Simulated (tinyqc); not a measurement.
# Worked calculation: small-signal admittance of a forward-biased p+-n diode

Computed by the program tinyqc: `OMP_NUM_THREADS=1 python tinyqc.py 2890102 2890103 out.jsonl`, one thread of a shared Intel Xeon 2.30GHz, about 0.01 s for the whole run. Printed values are rounded.

Holes injected into a neutral base of width wb with an ohmic contact at its end; low injection, p0 far above the equilibrium density. A small voltage v exp(i w t), w = 2 pi f, modulates the edge density by p0 v/Vt, and the small-signal density obeys Dp d2p/dx2 = (1/tau + i w) p.

Inputs (values chosen for the exercise); permittivity close to that of silicon:
```
symbol,value,unit,meaning
T,300,K,temperature
eps_r,11.7,,relative permittivity
Nd,1.5e16,cm^-3,donor density of the base
Dp,8.6,cm^2/s,hole diffusion coefficient
tau,2e-7,s,hole lifetime
wb,2.4,um,width of the neutral base
p0,2.6e14,cm^-3,excess hole density at the junction edge
Na,3e19,cm^-3,acceptor density of the p+ side
f,4.5e7,Hz,signal frequency
```

Constants: q = 1.602176634e-19 C, kB = 1.380649e-23 J/K, Vt = kB T/q, eps0 = 8.8541878128e-14 F/cm where lengths are in cm. Results are converted to the units shown.

## Closed-form admittance

L = sqrt(Dp tau); direct current J = (q Dp p0/L) coth(wb/L); k = sqrt(1 + i w tau)/L; diffusion admittance Y = (q Dp p0/Vt) k coth(k wb) = G + i w C_diff; junction capacitance C_j = sqrt(q eps0 eps_r Nd/(2 Vr)) in the depletion approximation, with the remaining barrier Vr = Vt ln(Na/p0), a rough value under forward bias; base-width modulation is left out.

L = 13.1149 um
J = 1.50932 A/cm^2
k wb = 0.981710+0.964503i
Y = 62.7918+35.4954i S/cm^2
C_diff = 0.125539 uF/cm^2
C_j = 0.0642733 uF/cm^2

G is 1.08 times its low-frequency value J/Vt, and C_diff is 1.95 times C_j.

## The same by finite differences

7 equal intervals, h = wb/7; u = small-signal density over its edge value, u_0 = 1, u_7 = 0; u_(i-1) + b u_i + u_(i+1) = 0 with b = -2 - h^2 (1/tau + i w)/Dp; Y = (q Dp p0/(Vt h)) (-b/2 - u_1), which includes the half box at the edge.

b = -2.00068-0.03865i
u, node 1 to 6: [0.845264-0.069431i, 0.693790-0.106243i, 0.546895-0.116314i, 0.404870-0.105328i, 0.267191-0.078768i, 0.132740-0.041935i]
Y on the mesh = 62.6792+35.8730i S/cm^2

Against the closed form the real part is 0.18 % below it and the imaginary part 1.1 % above it; |k h| = 0.20.
